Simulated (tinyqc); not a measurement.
Space-charge-limited current with shallow traps: one step of the calculation.

One carrier type, drift only, an injecting contact at x = 0 (zero field) and thickness L. The share th = y/(1 + y), y = (Nc/Nt) exp(-Et/kB T), of the injected charge is free: J = q mu n F, eps0 eps_r dF/dx = q (n - n0)/th.

Task. Limits and characteristic voltages. Ohmic J = q n0 mu V/L; Mott-Gurney J = (9/8) th eps0 eps_r mu V^2/L^3; they cross at Vx = 8 q n0 L^2/(9 th eps0 eps_r); traps fill at V_TFL = q Nt L^2/(2 eps0 eps_r).

Values chosen for this exercise: temperature T = 300 K; relative permittivity eps_r = 4.9; mobility mu = 0.46 cm^2/(V s); thickness L = 5300 nm; band density of states Nc = 1e19 cm^-3; trap density Nt = 1.5e15 cm^-3; trap depth Et = 0.23 eV; free carrier density in equilibrium n0 = 1.9e12 cm^-3; voltage V = 7.1 V.

Constants: q = 1.602176634e-19 C, kB = 1.380649e-23 J/K, Vt = kB T/q, eps0 = 8.8541878128e-14 F/cm where lengths are in cm. Results are converted to the units shown.

Give: th; ohmic J; Mott-Gurney J; Vx; V_TFL.

Result.

th = 0.47704
ohmic J = 0.0018759 A/cm^2
Mott-Gurney J = 0.036266 A/cm^2
Vx = 0.36725 V
V_TFL = 77.800 V

Range of the model: Diffusion and a field-dependent mobility are left out. With injecting contacts the diffusion current, about 4 pi^2 Vt th eps0 eps_r mu V/L^3, equals the Mott-Gurney current at V = 35 kB T/q (0.9 V at 300 K), so the drift-only result needs V well above that.

Computed by the program tinyqc: `OMP_NUM_THREADS=1 python tinyqc.py 2370001 2370002 out.jsonl`, one thread of a shared Intel Xeon 2.30GHz, about 0.01 s for the whole run.
